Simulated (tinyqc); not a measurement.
Phonon transmission through an interface between two chains by Green functions: one step, computed by the program tinyqc.

Two semi-infinite chains (masses m_1, m_2; springs k_1, k_2), motion along the chain. The central region holds the end atom of each chain and two interlayer atoms of mass m_b, joined by springs k_b. lambda = omega^2 in eV/(angstrom^2 u); nu = 15.6333042 THz x sqrt(lambda).

Task: Self-energies and the matrix at the probe frequency. In chain i, sin(q_i a/2) = nu/nu_max,i. An outgoing wave makes the next atom move as exp(i q_i a) times the end atom, so the lead adds the self-energy Sigma_i = -k_i exp(i q_i a) to the force-constant matrix; Gamma_i = -2 Im Sigma_i = 2 k_i sin(q_i a). A = lambda M - K - Sigma over the central atoms, with K_ii the sum of the springs at i, K_(i,i+1) = -k_b; G = inverse of A; transmission = Gamma_1 Gamma_2 |G_(first,last)|^2.

Inputs (values chosen for the exercise, for two model chains):
```
quantity,value,unit
mass m_1,56.8,u
spring k_1,5.61,eV/angstrom^2
mass m_2,101,u
spring k_2,6.23,eV/angstrom^2
junction spring k_b,2.49,eV/angstrom^2
interlayer mass m_b,53.1,u
```

Atoms in the interlayer: two.

probe frequency = 7.221827 THz

band top of chain 1 = 9.826255 THz

band top of chain 2 = 7.765405 THz

Constants: nu for 1 eV/(angstrom^2 u) = 15.6333042 THz.

Give: q_1 a; q_2 a; Gamma_1; Gamma_2; A (complex symmetric).

Result:

q_1 a = 1.6512 rad

q_2 a = 2.3888 rad

Gamma_1 = 11.184 eV/angstrom^2

Gamma_2 = 8.5184 eV/angstrom^2

A (complex symmetric) (eV/angstrom^2):
```
,end of 1,layer 1,layer 2,end of 2
end of 1,3.5705+5.5919i,2.4900,0.0000,0.0000
layer 1,2.4900,6.3515,2.4900,0.0000
layer 2,0.0000,2.4900,6.3515,2.4900
end of 2,0.0000,0.0000,2.4900,8.2867+4.2592i
```
